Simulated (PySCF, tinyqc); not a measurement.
Inside a calculation. Method: CCD on RHF in the 6-31g basis, for H4, spin multiplicity 1. The lowest restricted solution is unstable here: a spin-polarised one lies 0.0768 hartree lower (PySCF). One step of it, computed by the program tinyqc.

Task: Orthogonalisation. S = U s U^T; symmetric (Loewdin) form X = U s^(-1/2) U^T, so that X^T S X = 1.

overlap S, lower triangle:
```
          1H 1s     1H 2s     2H 1s     2H 2s     3H 1s     3H 2s     4H 1s     4H 2s
1H 1s  1.000000
1H 2s  0.658292  1.000000
2H 1s  0.182387  0.364275  1.000000
2H 2s  0.364275  0.695473  0.658292  1.000000
3H 1s  0.159970  0.346710  0.034845  0.192080  1.000000
3H 2s  0.346710  0.674675  0.192080  0.469218  0.658292  1.000000
4H 1s  0.034845  0.192080  0.159970  0.346710  0.182387  0.364275  1.000000
4H 2s  0.192080  0.469218  0.346710  0.674675  0.364275  0.695473  0.658292  1.000000
```

Give: eigenvalues of S; X.

Result:

eigenvalues of S: 0.0680  0.2283  0.2390  0.3842  0.7236  1.2245  1.3002  3.8323

X, lower triangle:
```
         1H 1s    1H 2s    2H 1s    2H 2s    3H 1s    3H 2s    4H 1s   4H 2s
1H 1s   1.2647
1H 2s  -0.5333   1.9990
2H 1s  -0.0062   0.0173   1.2647
2H 2s   0.0173  -0.7342  -0.5333   1.9990
3H 1s   0.0032   0.0159   0.0341   0.0009   1.2647
3H 2s   0.0159  -0.7065   0.0009   0.2700  -0.5333   1.9990
4H 1s   0.0341   0.0009   0.0032   0.0159  -0.0062   0.0173   1.2647
4H 2s   0.0009   0.2700   0.0159  -0.7065   0.0173  -0.7342  -0.5333  1.9990
```
